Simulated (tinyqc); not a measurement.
Read current of a NAND string, cells in series solved by shooting: one step of the calculation.

Cells in series, numbered from 0 at the source line (0 V) to the bit line, each followed by a gap resistance Rg. A cell with gate Vg, threshold VT, source Vs and drain Vd passes I = 2 nf K Vt^2 [F(Vs) - F(Vd)]/(1 + th max(Vg - VT, 0)), F(V) = ln^2(1 + exp((Vg - VT - nf V)/(2 nf Vt))). The selected cell has Vg = Vr, the others Vg = Vp.

Problem. Node voltages for a trial current. For a trial current I start at 0 V and, cell by cell (the selected one is cell 2), solve for the drain: sqrt(F(Vd)) = sqrt(F(Vs) - I/k), k = 2 nf K Vt^2/(1 + th max(Vg - VT, 0)), Vd = [Vg - VT - 2 nf Vt ln(exp(sqrt F) - 1)]/nf, then add I Rg.

Values chosen for this exercise; values of the order met in vertical NAND strings: temperature T = 358 K; gain factor of a cell K = 25 uA/V^2; slope factor nf = 1.8; mobility reduction factor th = 0.17 1/V; resistance of the gap between cells Rg = 1.2 kohm; bit-line voltage Vbl = 0.3 V; pass voltage Vp = 6.3 V; read voltage on the selected word line Vr = 1.38 V.

Constants: q = 1.602176634e-19 C, kB = 1.380649e-23 J/K, Vt = kB T/q. Results are converted to the units shown.

first trial current = 1 uA
thresholds from the source end, cell 0 to 3 (V): [-0.8, 4.3, 0.4, 4.3]

Wanted: node voltage after each cell and gap, trial 1.

Solution.

node voltage after each cell and gap, trial 1, cell 0 to 3 (V): [0.01365, 0.04233, 0.09815, 0.1292]

Numbers from tinyqc (`OMP_NUM_THREADS=1 python tinyqc.py 2142216 2142217 out.jsonl`; about 0.8 s on one thread of a shared Intel Xeon 2.30GHz).
